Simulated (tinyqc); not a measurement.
Two coupled magnetic layers: synthetic antiferromagnet, spin flop, exchange bias and magnetoresistance. Changing the antiferromagnetic coupling J1. Computed by tinyqc, a small Python program. Command: `OMP_NUM_THREADS=1 python tinyqc.py 3002226 3002227 out.jsonl saf sweep`. One thread of a shared host (Intel(R) Xeon(R) Processor @ 2.30GHz), about 0.4 s of CPU time with the checks.

Moments lie in the plane at the angles p1, p2 from the field. Energy per area: E = J1 cos(p1 - p2) + J2 cos^2(p1 - p2) - B M_s (t1 cos p1 + t2 cos p2) + K (t1 sin^2 p1 + t2 sin^2 p2).

Inputs (values chosen for the exercise, for a model stack):
```
quantity                         value    unit
saturation magnetisation M_s      1470    kA/m
thickness t1                       3.3      nm
thickness t2                       2.3      nm
biquadratic coupling J2              0  mJ/m^2
in-plane anisotropy K              2.3  kJ/m^3
field over the saturation field   0.51       -
```

Field direction: along the easy axis.

Method. The parallel state is stable while the Hessian at p1 = p2 = 0 is positive: with c = J1 + 2 J2 and u = B M_s + 2K, (u t1 - c)(u t2 - c) > c^2, so B_sat M_s = c (1/t1 + 1/t2) - 2K. B_K = 2K/M_s. With p1 = 0, p2 = 180 degrees and c2 = J1 - 2 J2 the Hessian is [[c2 + t1 (2K + b), -c2], [-c2, c2 + t2 (2K - b)]], b = B M_s; its determinant vanishes at the positive root of t1 t2 b^2 - c2 (t1 - t2) b - [2K c2 (t1 + t2) + 4 K^2 t1 t2] = 0.

One run for each value; columns: (1) antiferromagnetic coupling J1 (mJ/m^2); (2) saturation field B_sat (mT); (3) stability limit B_sf of the antiparallel state (mT):
```
(1)     (2)    (3)
0.050    22   11.9
0.085    40   16.4
0.140    67   22.7
0.240   117   33.2
0.410   203   49.9
0.700   348   77.1
1.200   599  123.0
2.000  1001  195.4
```

Over the rows, saturation field B_sat (mT) rises from 22.0 to 1000 (exponent d ln y / d ln x 1.1 between the first rows and 1.0 between the last); stability limit B_sf of the antiparallel state (mT) rises from 11.9 to 195 (exponent d ln y / d ln x 0.60 between the first rows and 0.91 between the last). At the high end the exponent of saturation field B_sat is 1.00, close to 1: coupling rules over anisotropy.
